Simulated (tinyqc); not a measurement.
Deep level with several charge states, and Shockley-Read-Hall recombination: one step. Charge states at a trial Fermi level. Two cases, with inputs chosen for the exercise.

Problem. Form the exponents, the shares, the mean charge and the residual of neutrality at EF = E_try.

Energies from Ev. The defect has charge states +1, 0, -1 with weights 1, gm exp((EF - E1)/kT), exp((2 EF - E1 - E2)/kT); the shares are the weights over their sum. Boltzmann carriers: n = Nc exp((EF - Eg)/kT), p = Nv exp(-EF/kT). Neutrality: p - n + Nd + Nt <q> = 0.

Constants: kB = 8.617333262e-05 eV/K.

Give: exponents of the second and third weights; shares; <q>; n, p; residual.

Case 1.

Values chosen (gap and densities of states near those of GaN at this temperature; the results hold for these values, not for the real material):
- Eg = 3.409 eV (gap)
- Nc = 2.16e+18 1/cm^3 (conduction-band density of states)
- Nv = 4.6e+19 1/cm^3 (valence-band density of states)
- T = 300 K
- E1 = 1.304 eV (level (+1/0) above Ev)
- E2 = 1.791 eV (level (0/-1) above Ev)
- gm = 2 (degeneracy of the middle state, the others 1)
- Nt = 1.3e+16 1/cm^3 (defects)
- Nd = -1.2e+17 1/cm^3 (ionised shallow donors minus acceptors)
- E_try = 1.091 eV (trial Fermi level)

Solution.

exponents of the second and third weights: -8.239  -35.316

shares: +1 0.9995, 0 0.0005, -1 0.0000

<q> = 0.9995

n, p (1/cm^3): 2.48e-21  21.6

residual = -1.07e+17 1/cm^3

The residual is negative, so EF must fall.

Case 2.

Values chosen (gap and densities of states near those of Si at this temperature; the results hold for these values, not for the real material):
- Eg = 1.14 eV (gap)
- Nc = 2.86e+19 1/cm^3 (conduction-band density of states)
- Nv = 1.08e+19 1/cm^3 (valence-band density of states)
- T = 300 K
- E1 = 0.886 eV (level (+1/0) above Ev)
- E2 = 0.785 eV (level (0/-1) above Ev)
- gm = 2 (degeneracy of the middle state, the others 1)
- Nt = 3.2e+15 1/cm^3 (defects)
- Nd = 4.5e+15 1/cm^3 (ionised shallow donors minus acceptors)
- E_try = 0.326 eV (trial Fermi level)

Solution.

exponents of the second and third weights: -21.662  -39.417

shares: +1 1.0000, 0 0.0000, -1 0.0000

<q> = 1.0000

n, p (1/cm^3): 6.05e+05  3.60e+13

residual = 7.74e+15 1/cm^3

The residual is positive, so EF must rise.

Computed by tinyqc, one run a case: `OMP_NUM_THREADS=1 python tinyqc.py N N+1 out.jsonl` with N = 1680934, 1681127; one thread of a shared Intel(R) Xeon(R) Processor @ 2.30GHz, about 0.01 s a run at most.
